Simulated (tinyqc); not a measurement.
MOS inversion layer, Poisson-Schroedinger loop: two steps of the calculation.

Electrons confined at an insulator interface at z = 0, treated as a hard wall; parabolic valleys, Hartree approximation, no image or exchange terms. The depletion charge lies far deeper than the electrons and gives a uniform field q Nd/(eps0 eps_r); the gate balances all charge. Energies are counted from the band edge at the interface.

Inputs (values chosen for the exercise); masses and permittivity close to those of germanium (100):
- T = 77 K (temperature)
- mz1 = 0.119 m0 (mass along z of valley set A (4 valley(s)))
- md1 = 0.293 m0 (in-plane density-of-states mass of set A)
- Ns = 4.9e11 cm^-2 (sheet density of electrons)
- hz = 0.95 nm (mesh step)

Constants: q = 1.602176634e-19 C, kB = 1.380649e-23 J/K, hbar = 1.054571817e-34 J s, m0 = 9.1093837015e-31 kg, Vt = kB T/q, hbar^2/(2 m0) = 0.0380998212 eV nm^2. Results are converted to the units shown.

Task 1. Levels and probability densities. Tridiagonal Hamiltonian with psi = 0 one step beyond both ends: H_ii = C (1/m_(i-1/2) + 1/m_(i+1/2))/hz^2 + V0_i + U_i, H_(i,i+1) = -C/(m_(i+1/2) hz^2), C = hbar^2/(2 m0). The lowest 2 level(s) are kept, normalised to hz sum |psi|^2 = 1. The mass is the same on all intervals.

fixed potential V0, node 1 to 15 (eV): [0.03503770, 0.07007540, 0.10511310, 0.14015080, 0.17518850, 0.21022620, 0.24526390, 0.28030160, 0.31533930, 0.35037700, 0.38541470, 0.42045241, 0.45549011, 0.49052781, 0.52556551]
self-consistent potential U at the start, node 1 to 15 (eV): [0, 0, 0, 0, 0, 0, 0, 0, 0, 0, 0, 0, 0, 0, 0]

Wanted: levels; |psi|^2 of A1; |psi|^2 of A2.

Result 1.

levels (eV): A1 0.17575, A2 0.30521
|psi|^2 of A1, node 1 to 15 (1/nm): [0.09524, 0.24483, 0.28474, 0.21732, 0.12387, 0.05626, 0.02116, 0.00677, 0.00187, 0.00046, 0.00010, 0.00002, 0.00000, 0.00000, 0.00000]
|psi|^2 of A2, node 1 to 15 (1/nm): [0.08861, 0.13590, 0.03813, 0.00779, 0.10936, 0.20426, 0.20448, 0.14140, 0.07479, 0.03194, 0.01139, 0.00346, 0.00090, 0.00020, 0.00003]

Task 2. Converged levels, occupations and centroid. Level k holds N_k = D_k Vt ln(1 + exp((EF - E_k)/Vt)) with D = 4 md1 m0 q/(pi hbar^2) per eV (spin included); EF is fixed by sum N_k = Ns.

Solve for the levels with V0 + U, find EF, n_i = sum_k N_k |psi_k|^2 (in cm^-3); share of each level N_k/Ns; centroid sum n z/sum n.

z, node 1 to 15 (nm): [0.95, 1.9, 2.85, 3.8, 4.75, 5.7, 6.65, 7.6, 8.55, 9.5, 10.45, 11.4, 12.35, 13.3, 14.25]
fixed potential V0, node 1 to 15 (eV): [0.03503770, 0.07007540, 0.10511310, 0.14015080, 0.17518850, 0.21022620, 0.24526390, 0.28030160, 0.31533930, 0.35037700, 0.38541470, 0.42045241, 0.45549011, 0.49052781, 0.52556551]
converged U, node 1 to 15 (eV): [0.005365072, 0.010211340, 0.013760149, 0.015847360, 0.016852894, 0.017258565, 0.017398238, 0.017439917, 0.017450832, 0.017453367, 0.017453894, 0.017453992, 0.017454009, 0.017454011, 0.017454011]

Give: levels; EF; shares; n; centroid.

Result 2.

levels (eV): A1 0.18894, A2 0.32045
EF = 0.17690 eV
shares (%): A1 100.00, A2 0.00
n, node 1 to 15 (in units of 1e18 cm^-3): [0.4989, 1.2474, 1.4051, 1.0398, 0.5767, 0.2557, 0.0942, 0.0296, 0.0081, 0.0019, 0.0004, 0.0001, 0.0000, 0.0000, 0.0000]
centroid = 3.0906 nm

Numbers from tinyqc (`OMP_NUM_THREADS=1 python tinyqc.py 2160060 2160061 out.jsonl`; about 0.4 s on one thread of a shared Intel Xeon 2.30GHz).
